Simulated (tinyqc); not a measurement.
What moves the results: eight-band Kane k.p model. A value that a table varies takes the place of the one given here.

Eight-band Kane model, basis S, X, Y, Z times spin, zero of energy at the top of the unstrained valence band, c = hbar^2/2m0. Within each spin: H_SS = Eg + A c k^2, H_SX = i P kx (likewise Y, Z), H_XX = -Dso/3 + L kx^2 + M (ky^2 + kz^2), H_XY = N kx ky, and cyclic. Spin-orbit term (Dso/3) L.sigma on X, Y, Z with (L_k)_ij = -i epsilon_kij: <X+|H|Y+> = -i Dso/3, <X+|H|Z-> = Dso/3, <Y+|H|Z-> = -i Dso/3, <Z+|H|X-> = -Dso/3, <Z+|H|Y-> = i Dso/3, <X-|H|Y-> = i Dso/3, and their conjugates; + and - are the spin along z. Terms from inversion asymmetry are left out, so every level is twofold.

P = sqrt(Ep c); A = 1/me - Ep (Eg + 2 Dso/3)/(Eg (Eg + Dso)) keeps the electron mass; g1' = g1 - Ep/(3 Eg), g2' = g2 - Ep/(6 Eg), g3' = g3 - Ep/(6 Eg) remove the coupling to S that the Luttinger values already hold; L = -c (g1' + 4 g2'), M = -c (g1' - 2 g2'), N = -6 c g3'.

Constants: hbar^2/2m0 = 3.80998211 eV angstrom^2.

Inputs chosen for the exercise (near those of Ge; the results hold for these values, not for the real material): Eg = 0.884 eV (gap at Gamma to the s-like level); Dso = 0.303 eV (spin-orbit splitting); Ep = 27.6 eV (Kane energy); me = 0.0363 m0 (electron mass at Gamma); g1 = 13.54 (Luttinger gamma1); g2 = 4.27 (gamma2); g3 = 5.64 (gamma3); kmax = 0.08 1/angstrom (end of the path).

## Non-parabolicity of the conduction band

Unstrained, along [111], six points up to kmax. Parabolic: E = c k^2/me. Two-band form: E (1 + alpha E) = c k^2/me with alpha = (1 - me)^2/Eg. The column alpha(k) solves that form for alpha with the eight-band energy. Energies from the conduction edge.

Energies:

| \|k\| (1/angstrom) | parabolic (eV) | two-band (eV) | eight-band (eV) | alpha(k) (1/eV) | parabolic / eight-band |
|---|---|---|---|---|---|
| 0.0133 | 0.0187 | 0.0183 | 0.0182 | 1.289 | 1.023 |
| 0.0267 | 0.0746 | 0.0696 | 0.0685 | 1.303 | 1.089 |
| 0.0400 | 0.1679 | 0.1456 | 0.1414 | 1.325 | 1.187 |
| 0.0533 | 0.2985 | 0.2387 | 0.2281 | 1.353 | 1.309 |
| 0.0667 | 0.4665 | 0.3429 | 0.3224 | 1.385 | 1.447 |
| 0.0800 | 0.6717 | 0.4546 | 0.4205 | 1.421 | 1.597 |

alpha = 1.051 1/eV

At the last point the parabola lies a factor 1.60 above the eight-band value, and the two-band form 34.1 meV above it. The parabola stays within 5 % up to |k| = 0.0133 1/angstrom of the points listed. alpha(k) goes from 1.289 to 1.421 1/eV, a spread of 10.3 % over this range; the simple rule gives 1.051, 18 % below the first value, as it knows neither Dso nor the remote terms.

## Four, six or eight bands for the holes

Unstrained, along [100]. Six bands: the X, Y, Z block alone with the full g1, g2, g3 in L, M, N. Four bands: the same with Dso sent to infinity. HH, LH and SO name the pairs from the top.

Valence levels (eV):

| \|k\| (1/angstrom) | HH 4 | HH 6 | HH 8 | LH 4 | LH 6 | LH 8 | SO 6 | SO 8 |
|---|---|---|---|---|---|---|---|---|
| 0.0133 | -0.0034 | -0.0034 | -0.0034 | -0.0150 | -0.0147 | -0.0145 | -0.3124 | -0.3104 |
| 0.0267 | -0.0135 | -0.0135 | -0.0135 | -0.0598 | -0.0560 | -0.0535 | -0.3435 | -0.3337 |
| 0.0400 | -0.0305 | -0.0305 | -0.0305 | -0.1346 | -0.1146 | -0.1064 | -0.4055 | -0.3749 |
| 0.0533 | -0.0542 | -0.0542 | -0.0542 | -0.2393 | -0.1766 | -0.1633 | -0.5125 | -0.4362 |
| 0.0667 | -0.0847 | -0.0847 | -0.0847 | -0.3739 | -0.2338 | -0.2191 | -0.6724 | -0.5171 |
| 0.0800 | -0.1219 | -0.1219 | -0.1219 | -0.5384 | -0.2875 | -0.2737 | -0.8841 | -0.6137 |

At |k| = 0.0800 the heavy holes of the three models span 0.0 meV and the light holes 264.7 meV. The split-off band moves the light hole by +250.9 meV and treating the conduction band exactly moves it by +13.8 meV more; the split-off band matters more here, where the four-band light-hole energy is 1.78 times Dso and 0.61 times Eg. The four-band light hole has even passed below -Dso = -0.303 eV, where that model has no meaning.

## Far from Gamma

Pairs 3 and 4 along [100] out to 3.2 1/angstrom, beyond the zone edge but about the reach pi/h of a grid with h = 1 angstrom, with Ep as given and with Ep rescaled so that A = 1: Ep = (1/me - 1) Eg (Eg + Dso)/(Eg + 2 Dso/3). Crossings of E = Eg/2 are found on a scan of 320 points from 0.05 to 3.2 and refined by bisection.

Levels (eV):

| kx (1/angstrom) | pair 3 | pair 4 | pair 3, rescaled | pair 4, rescaled |
|---|---|---|---|---|
| 0.0 | 0.000 | 0.884 | 0.000 | 0.884 |
| 0.4 | -3.048 | 4.368 | -3.048 | 4.367 |
| 0.8 | -8.449 | 8.222 | -9.056 | 8.374 |
| 1.2 | -13.670 | 12.176 | -15.367 | 12.844 |
| 1.6 | -19.632 | 16.366 | -23.140 | 18.045 |
| 2.0 | -26.454 | 20.910 | -32.557 | 24.154 |
| 2.4 | -34.229 | 25.901 | -43.731 | 31.287 |
| 2.8 | -43.028 | 31.410 | -56.733 | 39.512 |
| 3.2 | -52.906 | 37.491 | -71.606 | 48.873 |

A (a pure number) and L (eV angstrom^2) as given: -1.017  2.293

rescaled Ep = 25.65 eV

A and L rescaled: 1.000  -6.106

Crossings of mid-gap:

| set | number | first kx (1/angstrom) |
|---|---|---|
| as given | 0 | - |
| rescaled | 0 | - |

Is the parameter set safe for a calculation on a fine real-space grid?

Along this line and up to 3.2 1/angstrom, yes: no level crosses the middle of the gap; but A < 0 or L > 0 bends a band towards the gap, so this scan alone does not clear the set: other directions, such as [110] and [111], should be scanned too, and interfaces can still cause trouble. At large kx the S and X states dominate and (A c k^2)(L k^2) - P^2 k^2 must vanish for a state in the gap, which needs A L > 0, near k = P/sqrt(A c L); here A = -1.017 and L = 2.293 have opposite signs. In the rerun with Ep = 25.65 eV, A = 1.000 and L = -6.106 have opposite signs, and no level crosses. Electron, heavy- and light-hole masses at Gamma are the same for both sets.

## What each parameter does

Unstrained; levels at |k| = kmax along [111], all derived values formed anew. Each row changes one parameter from the base and keeps the others.

Results:

| case | conduction (eV) | heavy hole (eV) | light hole (eV) | split-off (eV) |
|---|---|---|---|---|
| base | 1.3045 | -0.0551 | -0.2241 | -0.6983 |
| Eg = 0.9724 eV | 1.4066 | -0.0551 | -0.2238 | -0.7222 |
| Dso = 0.3333 eV | 1.3064 | -0.0551 | -0.2365 | -0.7134 |
| Ep = 24.84 eV | 1.3092 | -0.0551 | -0.2230 | -0.7105 |
| me = 0.0327 m0 | 1.3620 | -0.0551 | -0.2220 | -0.6839 |
| g1 = 14.894 | 1.2970 | -0.0881 | -0.2561 | -0.7248 |
| g2 = 4.697 | 1.3045 | -0.0551 | -0.2241 | -0.6983 |
| g3 = 5.076 | 1.3172 | -0.0826 | -0.2460 | -0.6616 |

The largest shifts from the base row, up to three for each result and ties (the steps differ in size, so this ranks the rows, not the parameters). conduction (eV): Eg +0.1021, me +0.0575, g3 +0.0127; unchanged at the printed digits by g2. heavy hole (eV): g1 -0.0330, g3 -0.0275; unchanged at the printed digits by Eg, Dso, Ep, me and g2. light hole (eV): g1 -0.0321, g3 -0.0219, Dso -0.0125; unchanged at the printed digits by g2. split-off (eV): g3 +0.0367, g1 -0.0265, Eg -0.0239; unchanged at the printed digits by g2. Along [111] the heavy hole follows g1 - 2 g3 alone.

Run: tinyqc, `OMP_NUM_THREADS=1 python tinyqc.py 1050313 1050314 out.jsonl`; Intel(R) Xeon(R) Processor @ 2.30GHz, one thread, shared host; about 0.1 s of CPU time with all checks.
